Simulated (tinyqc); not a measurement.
Wannier exciton and Elliott formula, step by step. Values are carried at full precision from step to step, so a last printed digit may differ when a step is redone from the rounded ones.

Constants: Ry = 13.60569312 eV; a0 (Bohr radius) = 0.5291772105 angstrom; hbar^2/2m0 = 3.80998211 eV angstrom^2; kB = 8.617333262e-05 eV/K; e/hbar = 1.519267448e-05 1/(T angstrom^2); muB = 5.788381798e-05 eV/T.

Values chosen for the exercise (near those of GaN; shifted at random, so the results belong to these values and not to a real crystal):
- me = 0.194 m0 (electron mass)
- mh = 0.893 m0 (hole mass)
- eps = 9.2 (dielectric constant)
- Eg = 3.603 eV (gap)
- N = 0.23 x 1e16/cm^3 (density of pairs)
- T = 20 K (temperature)
- B = 53 T (magnetic field)

## Exciton units

1/mu = 1/me + 1/mh, Ry* = Ry mu/eps^2, a* = a0 eps/mu.

mu = 0.15938 m0
Ry* = 25.619 meV
a* = 30.55 angstrom

## Hydrogen-like series

Binding Ry*/n^2 in three dimensions and Ry*/(n - 1/2)^2 in two; strengths relative to n = 1 go as 1/n^3 and (1/2)^3/(n - 1/2)^3. Lines at Eg less the binding.

Series:
```
n  3D binding (meV)  3D line (eV)  3D strength  2D binding (meV)  2D line (eV)  2D strength
1             25.62        3.5774       1.0000            102.48        3.5005       1.0000
2              6.40        3.5966       0.1250             11.39        3.5916       0.0370
3              2.85        3.6002       0.0370              4.10        3.5989       0.0080
4              1.60        3.6014       0.0156              2.09        3.6009       0.0029
```

## Free pairs and excitons

Saha balance n^2/n_x = K = (mu kB T/(4 pi c))^(3/2) exp(-Ry*/kB T) with n + n_x = N, 1s excitons only, equal spin counts for excitons and free pairs; free share f = 2/(1 + sqrt(1 + 4N/K)); c = hbar^2/2m0, Ry* = Ry mu/eps^2, 1/mu = 1/me + 1/mh, 1/angstrom^3 = 1e24/cm^3.

Give K and f.

K = 4.811e-07 x 1e16/cm^3
free share = 0.001445

N a*^3 = 6.6e-05, below the Mott range of about 0.01 to 0.02.

## Diamagnetic shift

For the 1s state dE = (e B)^2 <x^2 + y^2>/(8 mu m0) = c ((e/hbar) B)^2 a*^2/(2 mu), c = hbar^2/2m0; it holds while gamma = muB B/(mu Ry*) is small.

dE = 7.231 meV
gamma = 0.751

gamma is not small, so the true shift falls below this value and turns linear in B.

## Checks

- 1s binding from the radial equation by finite differences against Ry*, meV: both 25.62.

tinyqc: `OMP_NUM_THREADS=1 python tinyqc.py 1282064 1282065 out.jsonl`; about 0.01 s, one thread, shared Intel(R) Xeon(R) Processor @ 2.30GHz.
